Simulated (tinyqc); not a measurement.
Polytypes and stacking faults of a tetrahedral semiconductor in an axial Ising model with couplings up to third neighbours. Changing the temperature T. Computed by tinyqc, a small Python program. Command: `OMP_NUM_THREADS=1 python tinyqc.py 3021628 3021629 out.jsonl polytype sweep`. One thread of a shared host (Intel(R) Xeon(R) Processor @ 2.30GHz), about 0.02 s of CPU time with the checks.

Each double layer has s = +1 or -1 for the sense of its stacking step; E per pair of atoms = E0 - sum_n J_n <s_i s_(i+n)>, n = 1, 2, 3. Hexagonality h = (1 - <s_i s_(i+1)>)/2.

Inputs (values chosen for the exercise, for a model crystal): J1 = 2.64 meV/pair; J2 = -0.123 meV/pair; J3 = 0.05 meV/pair; basal lattice constant a = 3.82 angstrom; binding energy of the fault level E_b = 0.063 eV; in-plane mass m = 0.29 m0; effective density of states N_c at 300 K = 3.2e+19 1/cm^3; electron density n = 3.7e+15 1/cm^3.

Host polytype: 3C.

fault coefficients k_n, rows intrinsic, extrinsic, twin boundary, columns J1, J2, J3:
$$\begin{pmatrix}
4 & 4 & 4 \\
4 & 8 & 8 \\
2 & 4 & 6
\end{pmatrix}$$

Constants: 1 eV/angstrom^2 = 16.02176634 J/m^2; m_0 = 9.1093837015e-31 kg; hbar = 1.054571817e-34 J s; k_B = 1.380649e-23 J/K; k_B = 8.617333262e-05 eV/K.

Method:
- Faults in 3C: the sequences intrinsic (-), extrinsic (--), twin boundary (+ turns to -) are put between perfect repeats; k_n = (layers x C_n of the host) - sum_i s_i s_(i+n). gamma = sum k_n J_n/A, A = (sqrt 3/2) a^2; 1 meV/angstrom^2 = 16.02177 mJ/m^2.
- The fault binds electrons in a two-dimensional band E_b below the conduction edge, g2 = m m0/(pi hbar^2) for one valley. With the Fermi level held by the bulk, eta = ln[n/N_c(T)], N_c(T) = N_c (T/300)^1.5, the grand potential falls by g2 (k_B T)^2 F1(x), x = eta + E_b/(k_B T), F1(x) = integral from 0 to infinity of ln(1 + exp(x - t)) dt; sheet density g2 k_B T ln(1 + e^x). Band bending by the trapped charge is left out, so the gain is an upper bound.
- Net fault energy = gamma of the intrinsic fault less the electronic gain.

One run for each value:
```
temperature T (K)  electronic gain (mJ/m^2)  sheet density (1/cm^2)  net fault energy (mJ/m^2)       x
250                               2.548e-04               7.376e+09                      13.02   -5.87
406                               1.056e-04               1.884e+09                      13.02   -7.72
562                               7.539e-05               9.715e+08                      13.02   -8.71
719                               6.419e-05               6.466e+08                      13.02   -9.36
875                               5.907e-05               4.889e+08                      13.02   -9.84
1030                              5.651e-05               3.974e+08                      13.02  -10.21
1190                              5.522e-05               3.361e+08                      13.02  -10.52
1340                              5.470e-05               2.957e+08                      13.02  -10.76
1500                              5.460e-05               2.636e+08                      13.02  -10.99
```

Over the rows, electronic gain (mJ/m^2) falls from 2.55e-4 to 5.46e-5 (exponent d ln y / d ln x -1.8 between the first rows and -0.016 between the last); sheet density (1/cm^2) falls from 7.38e9 to 2.64e8 (exponent d ln y / d ln x -2.8 between the first rows and -1.0 between the last); net fault energy (mJ/m^2) rises from 13.01758 to 13.01778.
